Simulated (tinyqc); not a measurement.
Reverse leakage of an n+-p junction: diffusion, generation, trap-assisted and band-to-band tunnelling: two steps of the calculation.

One-sided abrupt junction in the depletion approximation, x from the junction (0) to W on the p side, field F = F0 (1 - x/W). Flat quasi-Fermi levels, long p side. Traps generate through SRH with both lifetimes shortened by 1 + Gamma (Hurkx enhancement, form for moderate fields); band-to-band generation is local and needs a total bending above Eg.

Inputs (values chosen for the exercise); band and dielectric values close to those of gallium arsenide:
- T = 250 K (temperature)
- Eg = 1.43 eV (band gap)
- Na = 1.3e16 cm^-3 (acceptor density of the lighter side)
- Nd = 1e20 cm^-3 (donor density of the heavier side)
- tau = 5e-8 s (SRH lifetime of both carriers at zero field)
- Et = -0.01 eV (trap level above the intrinsic level)
- Ab = 2.3e16 cm^-0.5 V^-2.5 s^-1 (band-to-band prefactor)
- Bb = 1.64e7 V/cm (band-to-band field constant)
- VR = 2.2 V (reverse bias)

Constants: q = 1.602176634e-19 C, kB = 1.380649e-23 J/K, Vt = kB T/q. Results are converted to the units shown.

Task 1. Generation rates across the layer. u = (Vbi + VR)(1 - x/W)^2, p = Na exp(-u/Vt), n = Nd exp((u - Vbi - VR)/Vt); G0 = ni^2 (1 - exp(-VR/Vt))/(tau (n + p + 2 ni cosh(Et/Vt))); Gamma = 2 sqrt(3 pi)(F/FG) exp((F/FG)^2); trap-assisted part G0 Gamma; G_bb = Ab F^2.5 exp(-Bb/F) with F in V/cm, zero unless Vbi + VR > Eg, and counted as zero under 1 cm^-3 s^-1. 14 equal steps.

ni = 5816.9906 cm^-3
Vbi = 1.4179467 V
W = 629.92439 nm
F0 = 114.86924 kV/cm
FG = 158.72433 kV/cm

Find: x; F; Gamma; G0; G0 Gamma; G_bb.

Result 1.

| point | x (nm) | F (kV/cm) | Gamma | G0 (cm^-3 s^-1) | G0 Gamma (cm^-3 s^-1) | G_bb (cm^-3 s^-1) |
|---|---|---|---|---|---|---|
| 0 | 0.0 | 114.9 | 7.502 | 6.767e-6 | 5.077e-5 | 0.000 |
| 1 | 45.0 | 106.7 | 6.481 | 7.543e4 | 4.889e5 | 0.000 |
| 2 | 90.0 | 98.5 | 5.596 | 5.240e10 | 2.933e11 | 0.000 |
| 3 | 135.0 | 90.3 | 4.824 | 5.242e10 | 2.529e11 | 0.000 |
| 4 | 180.0 | 82.0 | 4.146 | 5.242e10 | 2.173e11 | 0.000 |
| 5 | 225.0 | 73.8 | 3.547 | 5.242e10 | 1.859e11 | 0.000 |
| 6 | 270.0 | 65.6 | 3.013 | 5.242e10 | 1.579e11 | 0.000 |
| 7 | 315.0 | 57.4 | 2.533 | 5.242e10 | 1.328e11 | 0.000 |
| 8 | 360.0 | 49.2 | 2.097 | 5.038e10 | 1.056e11 | 0.000 |
| 9 | 405.0 | 41.0 | 1.697 | 1.044e8 | 1.770e8 | 0.000 |
| 10 | 449.9 | 32.8 | 1.325 | 4.681e4 | 6.202e4 | 0.000 |
| 11 | 494.9 | 24.6 | 0.9754 | 116.3 | 113.4 | 0.000 |
| 12 | 539.9 | 16.4 | 0.6416 | 1.603 | 1.029 | 0.000 |
| 13 | 584.9 | 8.2 | 0.3182 | 0.1226 | 0.03903 | 0.000 |
| 14 | 629.9 | 0.0 | 0 | 0.05206 | 0 | 0.000 |

Task 2. Current components. 14 equal steps.

Each current is q times the trapezoid sum of its rate; J adds J_diff; J_bb under 1e-8 of the sum is given as 0.

| point | x (nm) | G0 (cm^-3 s^-1) | G0 Gamma (cm^-3 s^-1) | G_bb (cm^-3 s^-1) |
|---|---|---|---|---|
| 0 | 0.00000 | 6.7674760e-6 | 5.0770610e-5 | 0 |
| 1 | 44.99460 | 75429.048 | 4.8888403e5 | 0 |
| 2 | 89.98920 | 5.2402293e10 | 2.9325314e11 | 0 |
| 3 | 134.98380 | 5.2420425e10 | 2.5287892e11 | 0 |
| 4 | 179.97840 | 5.2420425e10 | 2.1734480e11 | 0 |
| 5 | 224.97300 | 5.2420425e10 | 1.8592683e11 | 0 |
| 6 | 269.96760 | 5.2420425e10 | 1.5792864e11 | 0 |
| 7 | 314.96220 | 5.2420394e10 | 1.3275811e11 | 0 |
| 8 | 359.95679 | 5.0382686e10 | 1.0563520e11 | 0 |
| 9 | 404.95139 | 1.0435180e8 | 1.7704369e8 | 0 |
| 10 | 449.94599 | 46808.793 | 62023.083 | 0 |
| 11 | 494.94059 | 116.28425 | 113.41865 | 0 |
| 12 | 539.93519 | 1.6030405 | 1.0285236 | 0 |
| 13 | 584.92979 | 0.12263054 | 0.039026259 | 0 |
| 14 | 629.92439 | 0.052057507 | 0 | 0 |

J_diff = 6.9781899e-24 A/cm^2

Wanted: J_SRH; J_TAT; J_bb; J.

Result 2.

J_SRH = 2.631e-13 A/cm^2
J_TAT = 9.703e-13 A/cm^2
J_bb = 0 A/cm^2
J = 1.233e-12 A/cm^2

Range of the model: The n+ side is degenerate, so Vbi from Boltzmann statistics is only a guide.

Numbers from tinyqc (`OMP_NUM_THREADS=1 python tinyqc.py 2290161 2290162 out.jsonl`; about 0.01 s on one thread of a shared Intel Xeon 2.30GHz).
